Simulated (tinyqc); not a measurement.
# Frequency dispersion of an accumulation capacitance by border traps, distributed model, step by step

Numbers from tinyqc (`OMP_NUM_THREADS=1 python tinyqc.py 2202212 2202213 out.jsonl`; about 0.4 s on one thread of a shared Intel Xeon 2.30GHz). Printed values are rounded.

Traps spread evenly through the insulator exchange electrons with the semiconductor by tunnelling, with tau(x) = t0 exp(2 ka x) at depth x from the interface. The admittance per area Y seen at depth x obeys dY/dx = -Y^2/(i w eps0 eox) + q Nb ln(1 + i w tau)/tau, with Y(0) = i w Cs and w = 2 pi f; the gate sees Y(tox) = G + i w C. Working variable y = Y/(i w), in uF/cm^2. Cox = eps0 eox/tox.

Parameters, values chosen for the exercise; permittivity close to that of silicon dioxide:

| symbol | value | unit | meaning |
|---|---|---|---|
| eox | 4.08 |  | relative permittivity of the insulator |
| tox | 3.1 | nm | insulator thickness |
| Cs | 7.2 | uF/cm^2 | semiconductor capacitance in accumulation |
| Nb | 1.4e19 | cm^-3 eV^-1 | density of border traps |
| ka | 5.3 | 1/nm | decay constant of the wave function in the insulator |
| t0 | 3e-10 | s | time constant of a trap at the interface |
| f | 10000 | Hz | frequency |
| xe | 1.5 | nm | depth down to which the steps are taken |

Constants: q = 1.602176634e-19 C, eps0 = 8.8541878128e-14 F/cm where lengths are in cm. Results are converted to the units shown.

## Scales and lumped estimate

Cox; trap-free value 1/(1/Cox + 1/Cs); response depth d = ln(1/(w t0))/(2 ka), where w tau = 1; lumped estimate: all traps within d act as C_bt = q Nb d placed at d/2, so C = 1/{1/[1/(1/Cs + d/(2 eps0 eox)) + C_bt] + (tox - d/2)/(eps0 eox)}.

Cox = 1.16533 uF/cm^2
trap-free C = 1.00299 uF/cm^2
d = 1.02632 nm
C_bt = 0.230209 uF/cm^2
lumped C = 1.02046 uF/cm^2

The traps within reach amount to 0.0320 Cs and lie in the first 33.1 % of the insulator.

## Midpoint steps through the active depth

In terms of y: dy/dx = -y^2/(eps0 eox) + s(x), s = q Nb ln(1 + z)/z, z = i w tau. 9 midpoint steps of h = xe/9: y_half = y + (h/2) y'(x, y), y(new) = y + h y'(x + h/2, y_half).

```
point    x (nm)    s (uF/(cm^2 nm))       y (uF/cm^2)
0             0  0.224305-0.000002i  7.20000+0.00000i
1      0.166667  0.224305-0.000012i  5.56382+0.00000i
2      0.333333  0.224305-0.000072i  4.50771-0.00001i
3           0.5  0.224304-0.000424i  3.78548-0.00003i
4      0.666667  0.224268-0.002478i  3.26619-0.00018i
5      0.833333  0.223067-0.014380i  2.87750-0.00108i
6             1  0.192028-0.067090i  2.57614-0.00612i
7       1.16667  0.068336-0.076642i  2.32355-0.01866i
8       1.33333  0.013269-0.028188i  2.10448-0.02227i
9           1.5  0.002315-0.007431i  1.92025-0.02059i
```

## Capacitance and conductance at the gate

y at xe = 1.92025-0.02059i uF/cm^2

Beyond xe the traps are ignored, so 1/y(tox) = 1/y(xe) + (tox - xe)/(eps0 eox); C = Re y, G/w = -Im y, loss tangent G/(w C).

y at the gate = 1.03773-0.00601i uF/cm^2
C = 1.03773 uF/cm^2
G/w = 0.00601161 uF/cm^2
loss tangent = 0.00579304

A fine integration over the whole insulator gives C = 1.0265 and G/w = 0.006456 uF/cm^2; the coarse G/w is 6.9 % below that. The fine C is 2.3 % above the trap-free value, and the lumped estimate is 0.59 % below the fine result.
